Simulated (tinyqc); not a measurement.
# Dead time and true rate from two light levels

Question. A non-paralysable detector measures m = n/(1 + n td); dark counts are negligible. Find td and the true rate at the lower flux.

measured rates at a photon flux and at four times that flux (1/s): 3.7398374e6  9.5833333e6

Solution. 1/m = 1/n + td, so the difference of the inverse rates is 3/(4 n).

td = 50.0 ns
n = 4.60e6 1/s

Program tinyqc, `OMP_NUM_THREADS=1 python tinyqc.py 2630101 2630102 out.jsonl`; Intel Xeon 2.30GHz, shared host, one thread, about 0.01 s.
